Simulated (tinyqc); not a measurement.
Signal and retention of a DRAM cell: one step of the calculation.

A stored one starts at Vd and leaks: Cs dV/dt = -I(V), I = a sqrt((V + Vb)/(Vd + Vb)) + b, with a = Ig exp[-(Eg1 q/kB)(1/T - 1/T0)] (generation in a depletion layer) and b = Is exp[-(Es q/kB)(1/T - 1/T0)]. The bit line is precharged to Vd/2, and charge sharing gives the signal (V - Vd/2) Cs/(Cs + Cb).

Task. Retention time. With s = sqrt((Vc + Vb)/(Vd + Vb)), the time from Vd to Vc is t = [2 Cs (Vd + Vb)/a] [1 - s - (b/a) ln((a + b)/(a s + b))].

Inputs (values chosen for the exercise): array voltage Vd = 1.3 V; cell capacitance Cs = 23 fF; built-in plus back-bias voltage of the storage junction Vb = 1.61 V; junction leakage at V = Vd and T0 Ig = 4.8 fA; voltage-independent leakage at T0 Is = 0.054 fA; activation energy of Is Es = 0.37 eV; reference temperature T0 = 358 K; temperature T = 368 K; activation energy of Ig Eg1 = 0.57 eV.

Constants: q = 1.602176634e-19 C, kB = 1.380649e-23 J/K. Results are converted to the units shown.

Vc = 0.87213043 V

Find: a; b; retention time; estimate with the current held at a + b.

Result.

a = 7.930 fA
b = 0.07481 fA
retention time = 1.278 s
estimate with the current held at a + b = 1.229 s

Range of the model: Real arrays also hold a tail of unusually leaky cells and cells whose retention varies in time, which this model lacks.

Numbers from tinyqc (`OMP_NUM_THREADS=1 python tinyqc.py 2130064 2130065 out.jsonl`; about 0.01 s on one thread of a shared Intel Xeon 2.30GHz).
